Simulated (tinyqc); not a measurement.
The choice of windows: band offset from the macroscopic average of a supercell potential.

A model of the planar-averaged electrostatic energy of an electron in a periodic cell of N1 periods of A (L1 = N1 n1 h) and N2 periods of B (L2 = N2 n2 h), on z_j = j h: V(z) = f VA + (1 - f) VB + F t(z), VA = V1[0] + V1[1] cos(2 pi z/(n1 h)) + V1[2] cos(4 pi z/(n1 h)), VB the same with V2, n2 and z - L1. f = [tanh(z/w) - tanh((z - L1)/w) + tanh((z - L1 - L2)/w)]/2 + 1/2; t(z) = z - L1/2 in A and (L1/L2)(L1 + L2/2 - z) beyond, so that the cell is periodic.

Running mean over n points, periodic: for odd n the plain mean of the n points centred on j; for even n the n + 1 points with half weight at both ends. The macroscopic average applies the mean over n1 points and then over n2 points.

Values chosen for the exercise (gaps near those of Si and GaP; shifted at random, so the results belong to these values and not to a real crystal):

| symbol | value | unit | meaning |
|---|---|---|---|
| h | 0.35 | angstrom | grid step |
| n1 | 5 |  | grid points per period of A |
| n2 | 5 |  | grid points per period of B |
| N1 | 4 |  | periods of A |
| N2 | 4 |  | periods of B |
| V1 | (-11.51, 2.24, 0.24) | eV | mean and two harmonics of the potential in A |
| V2 | (-6.17, 1.9, 0.46) | eV | the same in B |
| w | 0.34 | angstrom | width of the interfaces |
| F | -0.029 | eV/angstrom | slope in A from opposite charges on the two interfaces |

dV read at j = 10 and 30 after means over the numbers of points listed; ripple is the spread over the five points around each.

Results:

| windows | dV (eV) | ripple in A (meV) | ripple in B (meV) |
|---|---|---|---|
| none | 5.220 | 4238 | 3775 |
| 5 only | 5.340 | 41 | 41 |
| 6 only | 5.397 | 558 | 467 |
| 6, 6 | 5.334 | 93 | 85 |
| 5, 5 | 5.340 | 41 | 41 |

Which rows can be used, and how does a wrong window show?

The last row matches both periods and lies 0 meV from the value of a thick cell, V2[0] - V1[0] = 5.340 eV. Against it the raw potential errs by -0.12 eV. Within 20 meV of it lie: 5 only and 6, 6. A window one point too long leaves a ripple of 558 meV in A, against 41 meV in the last row (of which the slope F makes 41 meV): the ripple is the sign to look for. Rows to use, with under 30 meV of ripple in both regions once the tilt is taken off: 5 only and 5, 5. A row with a large ripple can hit the right value only by chance.

Computed by tinyqc, a small Python program: `OMP_NUM_THREADS=1 python tinyqc.py 1880337 1880338 out.jsonl` (the numbers bound the seed that draws the inputs); one thread of a shared host (Intel(R) Xeon(R) Processor @ 2.30GHz), about 0.01 s for the whole set of steps.
